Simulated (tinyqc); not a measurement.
## n-type polysilicon, carrier trapping at grain boundaries: effect of the doping

One-dimensional grains of size Lg, uniform ionised doping N, monovalent traps Qt at each boundary at a depth Et below (for electrons) or above (for holes) the band edge there, abrupt depletion of width W on each side of a boundary, Boltzmann statistics. xi is the distance from the band edge at the grain centre to the Fermi level. Trapped charge Qt/(1 + exp((xi + VB - Et)/Vt)) = 2 N W, barrier VB = q N W^2/(2 eps0 eps_r).

If the trap equation with xi = Vt ln(NB/N) has a root W < Lg/2, the grain is partly depleted; otherwise W = Lg/2 and the trap equation gives xi = Et - VB + Vt ln(Qt/(N Lg) - 1). N* = Qt/Lg. n0 = NB exp(-xi/Vt); mean density n0 (1 - 2 W/Lg) by charge balance in a partly depleted grain, and n0 (sqrt(pi)/2) erf(u)/u with u = sqrt(VB/Vt) in a fully depleted one; v = sqrt(kB T/(2 pi ms m0)); barrier resistivity Vt exp(VB/Vt)/(q fe n0 v Lg); grain resistivity (1 - 2 W/Lg)/(q n0 mug); effective mobility 1/(q mean density total resistivity). Rows with xi above 0.45 V, towards mid-gap, are left out, since the other carrier type is ignored.

Inputs (values chosen for the exercise); values of the order met in polycrystalline silicon: temperature T = 350 K; relative permittivity eps_r = 11.7; conduction-band density of states at T NB = 3.53e19 cm^-3; grain size Lg = 51 nm; trap density of a grain boundary Qt = 7.9e11 cm^-2; depth of the trap level from the majority band edge at the boundary Et = 0.35 eV; mass for thermionic emission ms = 0.6 m0; correction factor of the emission rate fe = 1; mobility inside the grains mug = 190 cm^2/(V s).

Constants: q = 1.602176634e-19 C, kB = 1.380649e-23 J/K, m0 = 9.1093837015e-31 kg, Vt = kB T/q, eps0 = 8.8541878128e-14 F/cm where lengths are in cm. Results are converted to the units shown.

Results:
```
N (cm^-3)	N/N*	depleted share 2 W/Lg	VB (V)	xi (V)	mean density (cm^-3)	resistivity (ohm cm)	effective mobility (cm^2/(V s))
7.7e15	0.049709	1.0000	0.0038718	0.43512	1.8368e13	584.01	581.85
1.6e16	0.10329	1.0000	0.0080454	0.40714	4.4462e13	265.21	529.31
3.4e16	0.21949	1.0000	0.017096	0.37117	1.3401e14	108.63	428.75
1.5e17	0.96835	1.0000	0.075425	0.17139	6.5639e16	0.99834	95.247
3.2e17	2.0658	0.48239	0.037443	0.14186	1.6564e17	0.15955	236.18
6.7e17	4.3253	0.23100	0.017977	0.11957	5.1523e17	0.064359	188.23
1.4e18	9.0380	0.11061	0.0086128	0.097341	1.2451e18	0.030221	165.87
2.9e18	18.722	0.053408	0.0041594	0.075377	2.7451e18	0.014617	155.55
6.2e18	40.025	0.024983	0.0019458	0.052459	6.0451e18	0.0068589	150.53
```

Estimate the missing row, N = 7.2e16 cm^-3.

Computed row:
```
N (cm^-3)	N/N*	depleted share 2 W/Lg	VB (V)	xi (V)	mean density (cm^-3)	resistivity (ohm cm)	effective mobility (cm^2/(V s))
7.2e16	0.46481	1.0000	0.036204	0.31805	6.6042e14	35.175	268.68
```

With this row back in the table: As N goes from 7.7e15 to 6.2e18, VB goes from 0.00387 through a maximum of 0.0754 (at N = 1.5e17 among the rows listed) to 0.00195 V, the resistivity falls from 584 to 0.00686 ohm cm and the effective mobility moves up and down between 95.2 and 582 cm^2/(V s). The steepest fall of the resistivity among the rows, as N^(-4.9), lies between N = 7.2e16 and 1.5e17 cm^-3; N* = 1.55e17 cm^-3. While the grain is fully depleted VB grows as N; once the traps are full it falls as 1/N. For N = 2.9e18, 6.2e18 xi is under 2.5 Vt, where Boltzmann statistics begin to fail. For N = 7.7e15, 1.6e16, 3.4e16, 6.7e17, 1.4e18, 2.9e18, 6.2e18 VB is below Vt, where abrupt depletion and thermionic emission are rough. For N = 1.5e17 the grain is near the changeover between partial and full depletion, within a few Debye lengths, where both limits are rough. For N = 7.7e15, 1.6e16, 3.4e16, 7.2e16, 3.2e17 the effective mobility exceeds mug, since drift through the depleted part of the grain is left out.

tinyqc, about 0.01 s, one thread, Intel Xeon 2.30GHz (shared host): `OMP_NUM_THREADS=1 python tinyqc.py 2830280 2830281 out.jsonl`
